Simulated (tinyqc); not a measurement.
Inverse iteration on a symmetric matrix, step by step. Computed by tinyqc, a small Python program that keeps every step. Settings: method = inverse, shift = 0.92. Command: `OMP_NUM_THREADS=1 python tinyqc.py 21170 21171 out.jsonl` (the two numbers bound the seeds that draw the settings). One thread of a shared host (Intel(R) Xeon(R) Processor @ 2.60GHz), about 0.01 s of CPU time with the checks.

## Step 1

A, lower triangle:
```
           1          2          3         4
1   0.325000
2  -0.872000   0.508000
3   1.164000  -0.950000   1.669000
4   0.212000   1.093000  -0.907000  2.118000
```

vector v at the start: 0.500000  0.500000  0.500000  0.500000

shift = 0.920000

solve (A - shift) w = v; v' = w/|w| with its largest component positive (the first on a tie); lambda = v'^T A v'.

vector after step 1: 0.494768  -0.413058  0.157126  0.748264

Rayleigh quotient after step 1 = 1.322071

## Step 2

As before.

vector after step 2: 0.414386  0.233780  0.596672  0.646230

Rayleigh quotient after step 2 = 1.448231

## Step 3

As before.

vector after step 3: 0.584678  -0.271112  0.232623  0.728379

Rayleigh quotient after step 3 = 1.516868

## Course of the iteration

Stop when the residual |A v - lambda v| is below 1e-9.

Steps:
```
step      lambda  residual
1     1.32207140  7.09e-01
2     1.44823110  5.61e-01
3     1.51686806  4.66e-01
4     1.56157624  3.91e-01
5     1.59238102  3.27e-01
6     1.61376470  2.73e-01
7     1.62854334  2.26e-01
8     1.63869991  1.87e-01
9     1.64564840  1.55e-01
10    1.65038657  1.28e-01
11    1.65361016  1.05e-01
12    1.65579988  8.68e-02
13    1.65728574  7.15e-02
14    1.65829325  5.89e-02
15    1.65897608  4.85e-02
16    1.65943870  3.99e-02
17    1.65975206  3.28e-02
18    1.65996429  2.70e-02
19    1.66010800  2.22e-02
20    1.66020531  1.83e-02
21    1.66027121  1.51e-02
22    1.66031582  1.24e-02
23    1.66034603  1.02e-02
24    1.66036648  8.39e-03
25    1.66038032  6.90e-03
26    1.66038970  5.68e-03
27    1.66039605  4.67e-03
28    1.66040034  3.84e-03
29    1.66040325  3.16e-03
30    1.66040522  2.60e-03
```

all eigenvalues, for comparison: -0.845205  0.020158  1.660409  3.784637

Not converged in 30 steps: the residual falls only by the ratio of the two smallest distances of eigenvalues from the shift, 0.82 a step.
